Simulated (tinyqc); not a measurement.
# Effective-mass impurity with a central-cell term, in a basis of Slater functions, step by step

A worked calculation. Computed by tinyqc, a small Python program that keeps every step. Command: `OMP_NUM_THREADS=1 python tinyqc.py 3015195 3015196 out.jsonl centralcell walk`. One thread of a shared host (Intel(R) Xeon(R) Processor @ 2.30GHz), about 0.01 s of CPU time with the checks. Intermediate numbers are printed to about 6 digits and carried at full precision; extremes and crossings named in words are read from the listed rows.

The envelope obeys H = -nabla^2 - (2/r) [Z + A exp(-kappa r)] in effective units, with kappa = a*/lambda; positive A deepens the well near the core.

Inputs (values chosen for the exercise, with mass and screening modelled on AlN):
```
quantity                   value      unit
effective mass m           0.317       m_0
dielectric constant eps     8.61         -
charge Z of the core           2         -
central-cell strength A      1.6         -
central-cell range lambda    1.4  angstrom
basis size n                   3         -
smallest exponent zeta_1     0.5      1/a*
ratio beta of exponents      2.1         -
```

Impurity: donor, one isotropic band.

Constants: Ry = 13.605693123 eV; a_0 = 0.529177210903 angstrom.

## Effective units

Units: Ry* = Ry m/eps^2 and a* = a_0 eps/m, with m in m_0. kappa = a*/lambda; the hydrogenic ground state is bound by Z^2 Ry*.

Ry* = 58.1800 meV

a* = 14.3729 angstrom

kappa = 10.2664 1/a*

hydrogenic binding energy = 232.720 meV

Caution: the effective Bohr radius is only a few bond lengths, so the envelope approximation is rough.

## Matrices over the s basis

zeta_i = zeta_1 beta^(i-1), i = 1..n. For s functions exp(-zeta r), with s = zeta_i + zeta_j: S = 2/s^3, T = zeta_i zeta_j S, V = -2 Z/s^2, W = -2 A/(s + kappa)^2; each function is normalised by dividing by sqrt(S_ii S_jj).

exponents (1/a*): 0.5  1.05  2.205

overlap S:
```
         1        2        3
1  1.00000  0.81721  0.46790
2  0.81721  1.00000  0.81721
3  0.46790  0.81721  1.00000
```

kinetic T (Ry*):
```
          1         2         3
1      0.25  0.429035  0.515863
2  0.429035    1.1025   1.89205
3  0.515863   1.89205  4.862025
```

Coulomb V (Ry*):
```
          1         2         3
1        -2  -2.53335  -2.53136
2  -2.53335      -4.2  -5.32004
3  -2.53136  -5.32004     -8.82
```

central cell W (Ry*):
```
            1           2           3
1  -0.0126053  -0.0348723  -0.0880656
2  -0.0348723  -0.0968932   -0.246641
3  -0.0880656   -0.246641   -0.637086
```

## Generalised eigenproblem

(T + V + W) c = E S c with c^T S c = 1 and the largest component positive.

two lowest levels (Ry*): -4.60301  -1.02537

coefficients of the lowest state: 0.05556  -0.13068  1.07991

<T> = 5.21140 Ry*

<W> = -0.685120 Ry*

## Converged levels

Large basis: zeta_i = 0.06 x 1.6^(i-1), i = 1..22, same formulas; for p functions r exp(-zeta r): S = 24/s^5, T = zeta_i zeta_j S (centrifugal term included), V = -12 Z/s^4, W = -12 A/(s + kappa)^4; overlap eigenvalues below 1e-11 are dropped. Binding energies are -E Ry*; the effective quantum number is nu = Z/sqrt(-E); |psi(0)|^2 is given relative to the hydrogenic Z^3/(pi a*^3).

1s binding energy = 270.608 meV

2s binding energy = 62.4168 meV

2p binding energy = 58.2475 meV

effective quantum number of 1s = 0.927355

relative |psi(0)|^2 = 2.21488

The central cell moves 1s by +37.888 meV, 2s by +4.237 meV and 2p by +0.0675 meV: p states vanish at the core, so the 2p level gives the hydrogenic scale and 1s the chemical shift. The small basis lies 2.8 meV above the converged 1s level.

## Chemical shift by three methods

First order: shift = 8 A Z^3/(2 Z + kappa)^2 Ry*. One exponent: minimise zeta^2 - 2 Z zeta - 8 A zeta^3/(2 zeta + kappa)^2 by golden section on 0.2 to 6 Z. All shifts are the binding beyond Z^2 Ry*.

Shift of the 1s binding energy (meV):
```
A      first order  one exponent  large basis
-1.60     -29.2716      -24.6934     -23.5943
-0.80     -14.6358      -13.3888     -13.0779
0.16        2.9272        2.9830       2.9973
0.40        7.3179        7.6777       7.7717
0.80       14.6358       16.1526      16.5543
1.60       29.2716       36.0626      37.8885
2.00       36.5895       47.8640      50.8984
```

The three columns are ordered, first order <= one exponent <= large basis, since each is a variational bound with more freedom. At the largest attractive A first order gives 72 % and one exponent 94 % of the shift; at the most repulsive A the true shift is -23.594 meV against -29.272. Attraction pulls the envelope in and feeds itself, repulsion pushes it out and saturates.

## Convergence with the basis

The error is the lowest level above the large-basis value.

Error of the 1s level:
```
n   error (meV)  largest exponent (1/a*)
1   1.68060e+02                   0.5000
2   6.77259e+01                   1.0500
3   2.80565e+00                   2.2050
4   2.95307e-01                   4.6305
5   7.15967e-04                   9.7241
6  -9.21750e-05                  20.4205
7  -1.10532e-04                  42.8831
8  -1.14879e-04                  90.0544
```

The error falls from 168 to -1.15e-4 meV. It is still falling at n = 8.

Checks made by the program: the large basis at A = 0 against Z^2, Z^2/4 and Z^2/4 (relative difference 1e-05).
